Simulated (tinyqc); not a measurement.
From results back to parameters: one-oscillator model of a band gap. Five cases, with inputs chosen for the exercise.

Problem. A gap follows E(T) = E0 - s1 t1/(exp(t1/T) - 1) with the zero-point term ZP = s1 t1/2, which scales as M^(-1/2). The shift of E0 on going from M to M + dM and the limiting slope at high T are given.

Case 1.

Values chosen (out of a larger set: near those of InP; not measured data): M = 72.96 u (mean atomic mass); dM = 2.43 u (change of the mean mass (not bounded by the natural isotopes)).

shift of E0 = 0.752145 meV
limiting slope s1 = 0.389 meV/K

Case 2.

Values chosen (out of a larger set: near those of GaN; not measured data): M = 41.91 u (mean atomic mass); dM = -1.32 u (change of the mean mass (not bounded by the natural isotopes)).

shift of E0 = -2.011485 meV
limiting slope s1 = 0.576 meV/K

Case 3.

Values chosen (out of a larger set: near those of AlN; not measured data): M = 20.53 u (mean atomic mass); dM = 0.69 u (change of the mean mass (not bounded by the natural isotopes)).

shift of E0 = 4.039302 meV
limiting slope s1 = 0.820 meV/K

Case 4.

Values chosen (out of a larger set: near those of Ge; not measured data): M = 72.74 u (mean atomic mass); dM = -3.31 u (change of the mean mass (not bounded by the natural isotopes)).

shift of E0 = -1.238861 meV
limiting slope s1 = 0.419 meV/K

Case 5.

Values chosen (out of a larger set: near those of InP; not measured data): M = 72.87 u (mean atomic mass); dM = 2.77 u (change of the mean mass (not bounded by the natural isotopes)).

shift of E0 = 0.964053 meV
limiting slope s1 = 0.378 meV/K

Find: sqrt(M/(M + dM)); ZP; t1.

Solution. The shift is ZP (1 - sqrt(M/(M + dM))); then t1 = 2 ZP/s1.

Case 1.

sqrt(M/(M + dM)) = 0.983752
ZP = 46.29 meV
t1 = 238 K

Case 2.

sqrt(M/(M + dM)) = 1.016130
ZP = 124.70 meV
t1 = 433 K

Case 3.

sqrt(M/(M + dM)) = 0.983607
ZP = 246.41 meV
t1 = 601 K

Case 4.

sqrt(M/(M + dM)) = 1.023559
ZP = 52.58 meV
t1 = 251 K

Case 5.

sqrt(M/(M + dM)) = 0.981519
ZP = 52.16 meV
t1 = 276 K

Computed by tinyqc, one run a case: `OMP_NUM_THREADS=1 python tinyqc.py N N+1 out.jsonl` with N = 1880068, 1880080, 1880083, 1880148, 1880199; one thread of a shared Intel(R) Xeon(R) Processor @ 2.30GHz, about 0.01 s a run at most.
